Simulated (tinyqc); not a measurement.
# MOSFET in saturation, small-signal circuit and noise: what changes with what

Bias by the inversion coefficient IC = I/Ispec (charge-based model with velocity saturation; weak inversion below 0.1, strong above 10). Common-source circuit: gm, gds, Cgs, Cgd and Cj at the inner nodes, Rg in series with the gate; quasi-static, no source or drain resistance, no gate-body capacitance, no substrate network, no induced gate noise, so fmax is an upper estimate.

Inputs (values chosen for the exercise):
- T = 300 K (temperature)
- L = 65 nm (gate length)
- W = 10 um (total gate width)
- Cox = 2.3 uF/cm^2 (gate capacitance)
- mu = 330 cm^2/(V s) (mobility)
- n = 1.28 (slope factor)
- Ls = 25 nm (velocity-saturation length)
- sg = 0.058 (ratio gds/gm)
- Cov = 0.43 fF/um (overlap and fringe capacitance per side)
- Cj = 0.31 fF/um (drain junction capacitance)
- Rsh = 15 ohm (sheet resistance of the gate)
- Wf = 2 um (finger width)
- Rc = 50 ohm um (gate contact and vertical resistance)
- IC = 1.9 (inversion coefficient)
- gw = 0.14 (short-channel excess of the noise factor)
- Nt = 1.8e18 cm^-3 eV^-1 (oxide trap density)
- lt = 0.1 nm (tunnelling length into the oxide)
- ac = 1000 V s/C (Coulomb scattering coefficient)

Constants: q = 1.602176634e-19 C, kB = 1.380649e-23 J/K, Vt = kB T/q. Results are converted to the units shown.

Each table varies one quantity; the others keep the values above.

## From weak to strong inversion

Ispec = 2 n mu Cox (W/L) Vt^2, lc = Ls/L, gms = [sqrt((lc IC + 1)^2 + 4 IC) - 1]/[2 + lc (lc IC + 1)], gm = gms Ispec/(n Vt), gds = sg gm. qs = [sqrt(1 + 4 IC) - 1]/2, Cgs = Cox W L qs (2 qs + 3)/(3 (qs + 1)^2) + Cov W, Cgd = Cov W, Cd = Cj W, Rg = Rsh (Wf/L)/(12 Nf) + Rc/W with Nf = W/Wf fingers (not rounded) contacted at both ends. fT = gm/(2 pi (Cgs + Cgd)), fmax = fT/(2 sqrt(Rg (gds + 2 pi fT Cgd))). The last column is the figure of merit (gm/I) fT.

Result of one run:
```
IC	I (uA)	gm/I (1/V)	fT (GHz)	fmax (GHz)	(gm/I) fT (THz/V)
10	1998	5.450	102.8	247.1	0.5602
```

What becomes of these results when the inversion coefficient IC is changed from 10 to 30, all else the same?

Result of the changed run:
```
IC	I (uA)	gm/I (1/V)	fT (GHz)	fmax (GHz)	(gm/I) fT (THz/V)
30	5993	2.311	125.3	271.7	0.2894
```

The whole series:
```
IC	I (uA)	gm/I (1/V)	fT (GHz)	fmax (GHz)	(gm/I) fT (THz/V)
0.01	1.998	29.86	1.086	26.61	0.03241
0.03	5.993	29.18	3.086	44.79	0.09006
0.1	19.98	27.19	8.805	75.29	0.2394
0.3	59.93	23.36	19.69	111.6	0.4599
1	199.8	17.09	40.01	157.0	0.6840
3	599.3	10.97	67.65	202.0	0.7419
10	1998	5.450	102.8	247.1	0.5602
30	5993	2.311	125.3	271.7	0.2894
100	1.998e4	0.7607	134.0	280.3	0.1020
```

The efficiency gm/I falls from 29.9 to 0.761 1/V while fT rises from 1.09 to 134 GHz; fT goes as IC^(0.95) at the start and IC^(0.06) at the end (1/2 for a long channel, 0 at full velocity saturation, which sets in near IC = 1/lc^2 = 6.76). Their product goes from 0.0324 through a maximum of 0.742 (at IC = 3 among the rows listed) to 0.102 THz/V. For IC = 0.01 to 0.3 fmax exceeds 4 fT, where channel resistance and substrate losses, left out here, would cap it. At IC = 100 the current passes 1.5 mA/um, where series resistance and heating matter.

## Effect of the total gate width on speed and noise

Channel noise Sid = 4 kB T gam n gm with gam = (1/2 + (2/3) qs)/(1 + qs) + gw lc IC, qs = [sqrt(1 + 4 IC) - 1]/2, lc = Ls/L (the last term an empirical rise with velocity saturation); at the gate, white noise Sw = Sid/gm^2 + 4 kB T Rg. Number fluctuation with correlated mobility: S(f) = K/f, K = q^2 Vt lt Nt/(W L Cox^2) (1 + ac mu Cox I/gm)^2, Vt in eV with Nt per eV. Corner fc = K/Sw. IC is held fixed.

The same in every row: fT (GHz) = 55.135; fmax (GHz) = 183.11; fc (MHz) = 127.06.

Results:
```
W (um)	I (uA)	Rg (ohm)	sqrt(Sw) (nV/Hz^0.5)
2	75.917	63.462	3.9059
4.3	163.22	29.517	2.6638
9.3	353.02	13.648	1.8113
20	759.17	6.3462	1.2352
93	3530.2	1.3648	0.57279
200	7591.7	0.63462	0.39059
```

Estimate the missing row, W = 43 um.

Computed row:
```
W (um)	I (uA)	Rg (ohm)	sqrt(Sw) (nV/Hz^0.5)
43	1632.2	2.9517	0.84237
```

With this row back in the table: As W goes from 2 to 200 um, fT stays at 55.1 GHz, fmax stays at 183 GHz, the white noise falls from 3.91 to 0.391 nV/Hz^0.5 and the corner stays at 127 MHz. Current, gm and capacitances scale with W and Rg with 1/W, so the frequencies stay while both noise powers fall as 1/W.

## Effect of the overlap and fringe capacitance per side on speed and noise

Same model as above.

Corner fc = K/Sw. IC is held fixed.

The same in every row: I (uA) = 379.6; Rg (ohm) = 12.69; sqrt(Sw) (nV/Hz^0.5) = 1.747; fc (MHz) = 127.1.

Results:
```
Cov (fF/um)	fT (GHz)	fmax (GHz)
0.05	113.8	624.6
0.15	88.90	370.5
0.35	61.85	213.3
0.45	53.68	176.9
0.55	47.42	151.3
0.65	42.46	132.3
```

Estimate the missing row, Cov = 0.25 fF/um.

Computed row:
```
Cov (fF/um)	fT (GHz)	fmax (GHz)
0.25	72.95	269.6
```

With this row back in the table: As Cov goes from 0.05 to 0.65 fF/um, fT falls from 114 to 42.5 GHz, fmax falls from 625 to 132 GHz, the white noise stays at 1.75 nV/Hz^0.5 and the corner stays at 127 MHz. For Cov = 0.05 to 0.15 fF/um fmax exceeds 4 fT, where channel resistance and substrate losses, left out here, would cap it.

Numbers from tinyqc (`OMP_NUM_THREADS=1 python tinyqc.py 2150035 2150036 out.jsonl`; about 0.01 s on one thread of a shared Intel Xeon 2.30GHz).
